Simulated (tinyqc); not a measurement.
Longitudinal sound in a periodic multilayer: transfer matrices, stop bands and folded phonons: one step, computed by the program tinyqc.

Layers 1 and 2 repeat with period d = d_1 + d_2; waves travel normal to the layers, without loss. State vector (u, s): displacement u and stress divided by omega. Impedances Z = rho v are in 1e6 kg/(m^2 s).

Problem. Transmission through N periods. A layer maps (u, s) by [[cos p, sin p/Z], [-Z sin p, cos p]], p = 2 pi f d_i/v_i; one period is M = M_2 M_1, and cos(q d) = trace(M)/2. For N periods A = M^N. A wave comes from a thick layer of material 1 and leaves into the substrate (Z_s): transmitted power T = 4 Z_1 Z_s/|Z_1 A_22 + Z_s A_11 - i (Z_1 Z_s A_12 - A_21)|^2, reflected power R = 1 - T.

Inputs (values chosen for the exercise, modelled on aluminium (layer 1), tungsten (layer 2) and gallium arsenide (substrate)):

| quantity | value | unit |
|---|---|---|
| velocity v_1 | 6330 | m/s |
| thickness d_1 | 7.47 | nm |
| velocity v_2 | 5160 | m/s |
| thickness d_2 | 6.07 | nm |
| periods N | 4 | - |
| frequency f | 325 | GHz |

M:
```
           1            2
1  0.4703184  -0.03368314
2   57.68311    -2.004915
```

Z_2 = 98.04

Z_1 = 17.2809

Z of the substrate = 25.1475

Give: A = M^N; transmitted power T; T in decibel.

Solution.

A = M^N:
```
        1        2
1  -1.611  0.01835
2  -31.42  -0.2628
```

transmitted power T = 0.4852

T in decibel = -3.141 dB
